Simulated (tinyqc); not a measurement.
# Reverse leakage of an n+-p junction: diffusion, generation, trap-assisted and band-to-band tunnelling, step by step

Numbers from tinyqc (`OMP_NUM_THREADS=1 python tinyqc.py 2290048 2290049 out.jsonl`; about 0.01 s on one thread of a shared Intel Xeon 2.30GHz). Printed values are rounded; ~0 in a residual or rate marks an entry under 1e-11 of the largest of its column.

One-sided abrupt junction in the depletion approximation, x from the junction (0) to W on the p side, field F = F0 (1 - x/W). Flat quasi-Fermi levels, long p side. Traps generate through SRH with both lifetimes shortened by 1 + Gamma (Hurkx enhancement, form for moderate fields); band-to-band generation is local and needs a total bending above Eg.

Inputs (values chosen for the exercise); band and dielectric values close to those of silicon: temperature T = 400 K; band gap Eg = 1.13 eV; relative permittivity eps_r = 11.9; conduction-band density of states at T Nc = 4.34e19 cm^-3; valence-band density of states at T Nv = 4.11e19 cm^-3; acceptor density of the lighter side Na = 4.5e17 cm^-3; donor density of the heavier side Nd = 1e20 cm^-3; SRH lifetime of both carriers at zero field tau = 3e-8 s; trap level above the intrinsic level Et = 0 eV; tunnelling mass mt = 0.24 m0; electron diffusion coefficient on the lighter side Dn = 9 cm^2/s; band-to-band prefactor Ab = 4.2e14 cm^-0.5 V^-2.5 s^-1; band-to-band field constant Bb = 1.9e7 V/cm; reverse bias VR = 1.7 V.

Constants: q = 1.602176634e-19 C, kB = 1.380649e-23 J/K, hbar = 1.054571817e-34 J s, m0 = 9.1093837015e-31 kg, Vt = kB T/q, eps0 = 8.8541878128e-14 F/cm where lengths are in cm. Results are converted to the units shown.

Range of the model: The n+ side is degenerate, so Vbi from Boltzmann statistics is only a guide.

## Field, scales and diffusion current

ni = sqrt(Nc Nv) exp(-Eg/(2 Vt)), Eg in volts; Vbi = Vt ln(Na Nd/ni^2); W = sqrt(2 eps0 eps_r (Vbi + VR)/(q Na)); F0 = 2 (Vbi + VR)/W; FG = sqrt(24 mt m0 (kB T)^3)/(q hbar); J_diff = q ni^2 sqrt(Dn/tau)(1 - exp(-VR/Vt))/Na.

ni = 3.213506e12 cm^-3
Vbi = 1.003160 V
W = 88.88679 nm
F0 = 608.2253 kV/cm
FG = 556.3961 kV/cm
J_diff = 6.368200e-8 A/cm^2

## Generation rates across the layer

u = (Vbi + VR)(1 - x/W)^2, p = Na exp(-u/Vt), n = Nd exp((u - Vbi - VR)/Vt); G0 = ni^2 (1 - exp(-VR/Vt))/(tau (n + p + 2 ni cosh(Et/Vt))); Gamma = 2 sqrt(3 pi)(F/FG) exp((F/FG)^2); trap-assisted part G0 Gamma; G_bb = Ab F^2.5 exp(-Bb/F) with F in V/cm, zero unless Vbi + VR > Eg. 16 equal steps.

```
point    x (nm)  F (kV/cm)      Gamma  G0 (cm^-3 s^-1)  G0 Gamma (cm^-3 s^-1)  G_bb (cm^-3 s^-1)
0       0.00000   608.2253   22.17273      3.442206e12            7.632312e13        3.286503e15
1       5.55542   570.2112   17.98648      4.578405e16            8.234936e17        3.485115e14
2      11.11085   532.1971   14.66199      4.609072e19            6.757816e20        2.714298e13
3      16.66627   494.1830   12.00253      5.355621e19            6.428099e20        1.447175e12
4      22.22170   456.1689   9.858927      5.355843e19            5.280286e20        4.810185e10
5      27.77712   418.1549   8.117356      5.355843e19            4.347528e20         8.774952e8
6      33.33255   380.1408   6.690366      5.355843e19            3.583255e20         7.352386e6
7      38.88797   342.1267   5.510295      5.355837e19            2.951224e20                 ~0
8      44.44340   304.1126   4.524382      5.354697e19            2.422669e20                 ~0
9      49.99882   266.0985   3.691125      5.244683e19            1.935878e20                 ~0
10     55.55424   228.0845   2.977541      2.506266e19            7.462510e19                 ~0
11     61.10967   190.0704   2.357094      1.572847e18            3.707348e18                 ~0
12     66.66509   152.0563   1.808097      1.026681e17            1.856339e17                 ~0
13     72.22052   114.0422   1.312479      1.204729e16            1.581181e16                 ~0
14     77.77594    76.0282  0.8548007      2.604740e15            2.226534e15                 ~0
15     83.33137    38.0141  0.4214569      1.039097e15            4.379348e14                 ~0
16     88.88679     0.0000          0      7.649239e14                      0                  0
```

## Current components

Each current is q times the trapezoid sum of its rate; J adds J_diff; J_bb under 1e-8 of the sum is given as 0.

J_SRH = 3.975747e-5 A/cm^2
J_TAT = 3.070798e-4 A/cm^2
J_bb = 1.798314e-10 A/cm^2
J = 3.469011e-4 A/cm^2

A fine grid gives J = 3.352e-4 A/cm^2; the coarse sum is 3.5 % above it. On the fine grid the largest part is trap-assisted tunnelling (88.3 %). The simple estimate q ni W/(2 tau cosh(Et/Vt)) is 95 % above the fine-grid J_SRH of 3.907e-5 A/cm^2, since near both edges n or p is large enough to quench generation.
